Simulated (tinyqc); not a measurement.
Born-Oppenheimer dynamics on the RHF/3-21g surface (energies and gradients from PySCF), for H3-, spin multiplicity 1, step by step. The basis has no diffuse functions, so it cannot describe the extra electron: this is an exercise in the method, not the real anion. Computed by tinyqc, a small Python program that keeps every step (integrals from PySCF). Settings: charge = -1, multiplicity = 1, basis = 3-21g, time step (fs) = 1.0, steps = 24. Command: `OMP_NUM_THREADS=1 python tinyqc.py 23832 23833 out.jsonl` (the two numbers bound the seeds that draw the settings). One thread of a shared host (Intel(R) Xeon(R) Processor @ 2.60GHz), about 1 s of CPU time with the checks.

## Velocity Verlet step 1

positions (bohr):
```
            x         y          z
1H   0.015118  0.064251  -0.041574
2H  -0.032125  0.102045   1.678077
3H  -0.069920  1.504222   0.873053
```

velocities (bohr per atomic time unit):
```
               x             y             z
1H   0.000078000   0.000012000  -0.000025000
2H  -0.000006000   0.000077000  -0.000039000
3H  -0.000072000  -0.000089000   0.000064000
```

gradient (hartree/bohr):
```
              x            y            z
1H  -0.00971988   0.06181260   0.26791074
2H   0.00863170  -0.08898691  -0.18372273
3H   0.00108818   0.02717432  -0.08418802
```

masses (electron masses): 1H 1837.152588, 2H 1837.152588, 3H 1837.152588

gradient after step 1 (hartree/bohr):
```
              x            y            z
1H  -0.00801899   0.03677416   0.22591515
2H   0.00812888  -0.07565721  -0.16710040
3H  -0.00010989   0.03888305  -0.05881475
```

dt = 1 fs = 41.3414 atomic units; x' = x + v dt - g dt^2 / (2m); after the new gradient g', v' = v - (g + g') dt / (2m).

positions after step 1 (bohr):
```
            x         y          z
1H   0.022864  0.035995  -0.167227
2H  -0.036388  0.146621   1.761923
3H  -0.073403  1.487902   0.914860
```

velocities after step 1 (bohr per atomic time unit):
```
               x             y             z
1H   0.000277589  -0.001097247  -0.005581272
2H  -0.000194581   0.001929490   0.003908280
3H  -0.000083007  -0.000832243   0.001672993
```

## Velocity Verlet step 2

gradient after step 2 (hartree/bohr):
```
              x            y            z
1H  -0.00451933   0.01242963   0.13565119
2H   0.00573596  -0.05439017  -0.10703822
3H  -0.00121663   0.04196053  -0.02861297
```

As before.

positions after step 2 (bohr):
```
            x          y          z
1H   0.038070  -0.026473  -0.503049
2H  -0.048214   0.261581   2.001224
3H  -0.076783   1.435410   1.011381
```

velocities after step 2 (bohr per atomic time unit):
```
               x             y             z
1H   0.000418663  -0.001650863  -0.009649429
2H  -0.000350581   0.003392716   0.006992745
3H  -0.000068082  -0.001741853   0.002656684
```

## Energy conservation

The total energy should stay constant up to terms of order dt^2; the step counts as short enough if it moves by less than 2 % of the largest kinetic energy.

Trajectory:
```
time (fs)  1H-2H (angstrom)  potential (hartree)  kinetic (hartree)  total (hartree)
0.000000           0.910563          -1.24115379         0.00002897      -1.24112482
1.000000           1.023020          -1.29559407         0.05048998      -1.24510408
2.000000           1.334723          -1.40319126         0.15307217      -1.25011909
3.000000           1.772361          -1.48534819         0.23523426      -1.25011393
4.000000           2.267233          -1.52453126         0.27568341      -1.24884785
5.000000           2.772448          -1.53168400         0.28367477      -1.24800923
6.000000           3.255052          -1.51871893         0.27169684      -1.24702209
7.000000           3.695660          -1.49949850         0.25331870      -1.24617980
8.000000           4.086470          -1.48611035         0.24044912      -1.24566123
9.000000           4.427176          -1.48610713         0.24043491      -1.24567222
10.000000          4.722237          -1.49991889         0.25353799      -1.24638090
11.000000          4.981645          -1.51771004         0.27009051      -1.24761953
12.000000          5.224694          -1.52317624         0.27676057      -1.24641567
13.000000          5.469361          -1.52325797         0.27649990      -1.24675807
14.000000          5.714104          -1.51608217         0.26850377      -1.24757839
15.000000          5.972763          -1.49711620         0.25067459      -1.24644162
16.000000          6.262933          -1.48188955         0.23591629      -1.24597327
17.000000          6.595673          -1.47821150         0.23230827      -1.24590323
18.000000          6.977273          -1.48731893         0.24121542      -1.24610350
19.000000          7.409595          -1.50571821         0.25884520      -1.24687301
20.000000          7.885708          -1.52140722         0.27362600      -1.24778123
21.000000          8.380845          -1.52305906         0.27740658      -1.24565248
22.000000          8.870607          -1.52274152         0.27514488      -1.24759664
23.000000          9.366177          -1.51000744         0.26282720      -1.24718024
24.000000          9.867362          -1.49080468         0.24456539      -1.24623930
```

The total energy moves within 9.0e-03 hartree; that is over 2 % of the largest kinetic energy, so the time step is too long.
